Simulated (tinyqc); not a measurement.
Dopants and charged point defects at anneal temperature: Fermi-level effect, clustering and pairing: one step, computed by the program tinyqc. Command: `OMP_NUM_THREADS=1 python tinyqc.py 3013246 3013247 out.jsonl pairing walk`. One thread of a shared host (Intel(R) Xeon(R) Processor @ 2.30GHz), about 0.01 s of CPU time with the checks.

Boltzmann statistics and full ionisation of active dopants. Energies are counted from the valence band; the defect (a vacancy or self-interstitial) has five charge states, with all degeneracy factors one.

Task: Dopant diffusivity. If every charge state of the defect carries the dopant equally well, D = D_i x enhancement x h x (active share A/N, a rough stand-in that overstates the dA/dN which immobile clusters call for), D_i being an input held fixed when T or H_f is moved; diffusion length 2 sqrt(D t).

Inputs (values chosen for the exercise, for a model semiconductor):
```
quantity                            value    unit
anneal temperature T                  800       K
total dopant density N              2e+20   cm^-3
intrinsic dopant diffusivity D_i  1.1e-16  cm^2/s
anneal time t                        1000       s
```

Dopant: donor. Second part: pairing with a mobile impurity.

enhancement over intrinsic = 41037.64

field enhancement h = 1.999999

active density A = 2.00e+20 cm^-3

Give: effective diffusivity D; D/D_i; diffusion length.

Result:

effective diffusivity D = 9.028e-12 cm^2/s

D/D_i = 82075

diffusion length = 1900 nm

Caution: the carrier density exceeds the effective density of states, where Boltzmann statistics understate the shift of E_F and so the density of charged defects (gap narrowing, also left out, works the other way). Caution: so large an enhancement assumes that highly charged defects carry the dopant as well as neutral ones; measured enhancements are far smaller.
